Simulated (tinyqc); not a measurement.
Inside a calculation. Model: chip with leakage that grows with temperature, electro-thermal loop and runaway.

Program tinyqc, `OMP_NUM_THREADS=1 python tinyqc.py 2520051 2520052 out.jsonl`; Intel Xeon 2.30GHz, shared host, one thread, about 0.01 s. Printed values are rounded.

One temperature T for the device, T = T0 + Rth P(T), with P(T) = Pd + Pl (T/300 K)^2 exp[(q Ea/kB)(1/(300 K) - 1/T)]. The loop gain is Rth dP/dT; a solution is thermally stable when it is below one.

Inputs (values chosen for the exercise):

| symbol | value | unit | meaning |
|---|---|---|---|
| T0 | 340 | K | ambient temperature |
| Pd | 11 | W | temperature-independent switching power |
| Pl | 0.0081 | W | leakage power at 300 K |
| Ea | 0.49 | eV | activation energy of the leakage |
| Rth | 3.9 | K/W | thermal resistance |

Constants: q = 1.602176634e-19 C, kB = 1.380649e-23 J/K. Results are converted to the units shown.

## Iteration 1: temperature by substitution

T at the start = 340 K

P(T) = Pd + Pl (T/300 K)^2 exp[(q Ea/kB)(1/(300 K) - 1/T)]; T(new) = T0 + Rth P(T).

P = 11.0967 W
T after iteration 1 = 383.277 K

## Iteration 2: temperature by substitution

As before.

P = 11.8125 W
T after iteration 2 = 386.069 K

## Course of the iteration: temperature by substitution

Stop when T changes by less than 1e-6 K, or after 200 iterations.

Course of the iteration:

| iteration | T (K) | \|change\| (K) |
|---|---|---|
| 1 | 383.277 | 43.3 |
| 2 | 386.069 | 2.79 |
| 3 | 386.479 | 0.410 |
| 4 | 386.543 | 0.0641 |
| 5 | 386.553 | 0.0101 |
| 6 | 386.555 | 1.60e-3 |
| 7 | 386.555 | 2.53e-4 |
| 8 | 386.555 | 3.99e-5 |
| 9 | 386.555 | 6.30e-6 |
| 10 | 386.555 | 9.96e-7 |

Converged in 10 iterations. At the end each change is about 0.16 times the one before: linear convergence.

## Loop gain and effective thermal resistance

converged T = 386.555 K

P(T) = Pd + Pl (T/300 K)^2 exp[(q Ea/kB)(1/(300 K) - 1/T)]; P'(T) = (P - Pd)(2/T + q Ea/(kB T^2)); G = Rth P'. A small change of T0 changes T by 1/(1 - G) times as much.

P = 11.9372 W
G = 0.158006
dT/dT0 = 1.18766

The feedback is positive: heating raises the power. A second, unstable solution lies at 479.1 K; above it the temperature runs away.
